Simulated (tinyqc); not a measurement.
Q-state Potts model on a small periodic square lattice: enumeration, Metropolis, heat-bath and Wolff steps: one step, computed by the program tinyqc.

E = -J x (number of nearest-neighbour bonds with equal states); n x n sites with periodic edges have 2 n^2 bonds. Order parameter m = (q f - 1)/(q - 1), f being the largest share of one state. Sites are numbered row by row from 0. Here q = 4 and n = 3.

Question. Eight single-site steps. Site = floor(r1 n^2). State c is drawn with probability exp(K k_c)/sum exp(K k), k_c the number of neighbours in state c: the first c whose cumulative probability reaches r2; r3 is not used.

Inputs (values chosen for the exercise, for a model of domains or grain orientations): temperature T = 652 K.

Update: heat bath.

start states:
```
   1  2  3
1  0  3  2
2  2  3  1
3  2  3  1
```

random numbers, one row a step:
```
        1       2       3
1  0.5668  0.7880  0.6722
2  0.8582  0.6269  0.7452
3  0.4839  0.8341  0.0489
4  0.0591  0.8249  0.8990
5  0.4023  0.5668  0.5640
6  0.8695  0.8580  0.7358
7  0.3399  0.1848  0.7252
8  0.1589  0.1165  0.6295
```

K = 0.8721187

Give: the table «Steps» with the columns old, neighbours in each state, P(old), P(new), new; states afterwards.

Answer.

Steps:

| site | old | neighbours in each state | P(old) | P(new) | new |
|---|---|---|---|---|---|
| 5 | 1 | 0 1 2 1 | 0.2079 | 0.4973 | 2 |
| 7 | 3 | 0 1 1 2 | 0.4973 | 0.4973 | 3 |
| 4 | 3 | 0 0 2 2 | 0.4256 | 0.4256 | 3 |
| 0 | 0 | 0 0 3 1 | 0.0553 | 0.7571 | 2 |
| 3 | 2 | 0 0 3 1 | 0.7571 | 0.7571 | 2 |
| 7 | 3 | 0 1 1 2 | 0.4973 | 0.4973 | 3 |
| 3 | 2 | 0 0 3 1 | 0.7571 | 0.7571 | 2 |
| 1 | 3 | 0 0 2 2 | 0.4256 | 0.0744 | 1 |

states afterwards:
```
   1  2  3
1  2  1  2
2  2  3  2
3  2  3  1
```
